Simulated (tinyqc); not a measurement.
From results back to parameters: alloy A(1-x)B(x) by interpolation with bowing. Three cases, with inputs chosen for the exercise.

Problem. An unstrained alloy A(1-x)B(x) follows Vegard, a(x) = (1 - x) a_A + x a_B, and E(x) = (1 - x) E_A + x E_B - C x (1 - x) at Gamma. Its lattice constant and gap are given.

Find: x; linear part of the gap; C.

Method. x = (a - a_A)/(a_B - a_A); the bowing is the shortfall against the linear part divided by x (1 - x).

Case 1.

Values chosen (out of a larger set: A near InP, B near GaP; not measured data): a = (5.866, 5.459) angstrom (lattice constant of A, B); Eg = (1.423, 2.889) eV (gap at Gamma to the s-like level of A, B).

a(x) = 5.727620 angstrom
gap at Gamma = 1.761443 eV

Solution.

x = 0.340
linear part of the gap = 1.9214 eV
C = 0.713 eV

Case 2.

Values chosen (out of a larger set: A near AlAs, B near InAs; not measured data): a = (5.669, 6.054) angstrom (lattice constant of A, B); Eg = (3.135, 0.414) eV (gap at Gamma to the s-like level of A, B).

a(x) = 5.934650 angstrom
gap at Gamma = 1.093235 eV

Solution.

x = 0.690
linear part of the gap = 1.2575 eV
C = 0.768 eV

Case 3.

Values chosen (out of a larger set: A near InSb, B near InAs; not measured data): a = (6.479, 6.067) angstrom (lattice constant of A, B); Eg = (0.235, 0.413) eV (gap at Gamma to the s-like level of A, B).

a(x) = 6.194720 angstrom
gap at Gamma = 0.232902 eV

Solution.

x = 0.690
linear part of the gap = 0.3578 eV
C = 0.584 eV

Computed by tinyqc, one run a case: `OMP_NUM_THREADS=1 python tinyqc.py N N+1 out.jsonl` with N = 1081284, 1081371, 1081380; one thread of a shared Intel(R) Xeon(R) Processor @ 2.30GHz, about 0.01 s a run at most.
